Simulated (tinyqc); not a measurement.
From results back to parameters: effective work function and flat-band voltage of a metal/high-k/SiO2/Si stack with a dipole layer. Five cases, with inputs chosen for the exercise.

Problem. Three stacks with (t1, t2) = (8, 20), (30, 20) and (8, 60) angstrom have the flat-band voltages below. VFB = W0 - (chi + dEF) - 4 pi e2 [Q1 EOT + Q2 x2]/3.9 with x2 = t2 3.9/eps2, EOT = t1 + x2, e2 = e^2/4 pi eps0, 1 cm^-2 = 1e-16 angstrom^-2; W0 is the work function with the dipole step.

Constants: e^2/(4 pi eps0) = 14.39964547 eV angstrom.

Case 1.

Values chosen (out of a larger set: a stack on Si capped with a lanthanum-like oxide; not measured data): chi = 4.061 eV (electron affinity of the channel); dEF = 0.183 eV (Ec - EF in the channel); eps = (3.9, 25.3) (their dielectric constants).

VFB (V): 0.5696576  0.4696240  0.5464844

Case 2.

Values chosen (out of a larger set: a stack on Si capped with a magnesium-like oxide; not measured data): chi = 4.043 eV (electron affinity of the channel); dEF = 0.53 eV (Ec - EF in the channel); eps = (3.9, 25.5) (their dielectric constants).

VFB (V): 0.1622587  0.1690977  0.1581997

Case 3.

Values chosen (out of a larger set: a stack on Si capped with a lanthanum-like oxide; not measured data): chi = 4.059 eV (electron affinity of the channel); dEF = 0.189 eV (Ec - EF in the channel); eps = (3.9, 17) (their dielectric constants).

VFB (V): 0.3003679  0.1676703  0.2599200

Case 4.

Values chosen (out of a larger set: a stack on Si capped with a titanium-like oxide; not measured data): chi = 4.04 eV (electron affinity of the channel); dEF = 0.332 eV (Ec - EF in the channel); eps = (3.9, 17.5) (their dielectric constants).

VFB (V): -0.1763967  -0.2335588  -0.2070033

Case 5.

Values chosen (out of a larger set: a stack on Si capped with an yttrium-like oxide; not measured data): chi = 4.045 eV (electron affinity of the channel); dEF = 0.39 eV (Ec - EF in the channel); eps = (3.9, 19.5) (their dielectric constants).

VFB (V): 0.3505582  0.3229979  0.3680038

Find: Q1; Q2; W0.

Solution. The first two stacks differ in t1 alone and give Q1; the first and third give Q1 + Q2; W0 follows from any of them.

Case 1.

Q1 = 9.8e+11 e/cm^2
Q2 = -1.7e+11 e/cm^2
W0 = 4.862 eV

Case 2.

Q1 = -6.7e+10 e/cm^2
Q2 = 2.1e+11 e/cm^2
W0 = 4.735 eV

Case 3.

Q1 = 1.3e+12 e/cm^2
Q2 = -3.5e+11 e/cm^2
W0 = 4.617 eV

Case 4.

Q1 = 5.6e+11 e/cm^2
Q2 = 1.8e+11 e/cm^2
W0 = 4.232 eV

Case 5.

Q1 = 2.7e+11 e/cm^2
Q2 = -7.4e+11 e/cm^2
W0 = 4.787 eV

Computed by tinyqc, one run a case: `OMP_NUM_THREADS=1 python tinyqc.py N N+1 out.jsonl` with N = 1850744, 1850748, 1850749, 1850782, 1850796; one thread of a shared Intel(R) Xeon(R) Processor @ 2.30GHz, about 0.01 s a run at most.
